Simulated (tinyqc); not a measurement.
Elastic strain and critical thickness of a cubic alloy layer A(1-x)B(x) on a thick substrate: one step, computed by the program tinyqc. Command: `OMP_NUM_THREADS=1 python tinyqc.py 3004972 3004973 out.jsonl misfit walk`. One thread of a shared host (Intel(R) Xeon(R) Processor @ 2.30GHz), about 0.01 s of CPU time with the checks.

Strain is positive in tension. The layer is coherent with the substrate unless said otherwise.

Question. Alloy by Vegard's rule, and misfit. a = (1 - x) a_A + x a_B, the same rule for each C_ij; misfit f = (a_S - a)/a, the in-plane strain of the coherent layer.

Inputs (values chosen for the exercise, modelled on GaAs(1-x)P(x) on GaAs):
```
quantity,value,unit
fraction x of B,0.46,-
lattice constant a_A,5.653,angstrom
lattice constant a_B,5.451,angstrom
substrate lattice constant a_S,5.653,angstrom
```

C11, C12, C44 of A (GPa): [120.2, 54.82, 60.16]

C11, C12, C44 of B (GPa): [138.1, 62.15, 70.68]

Give: free lattice constant a; elastic constants; misfit f.

Answer.

free lattice constant a = 5.56008 angstrom

elastic constants (GPa): C11 128.4340, C12 58.1918, C44 64.9992

misfit f = 0.016712

The layer is stretched in the plane by 1.67 %.
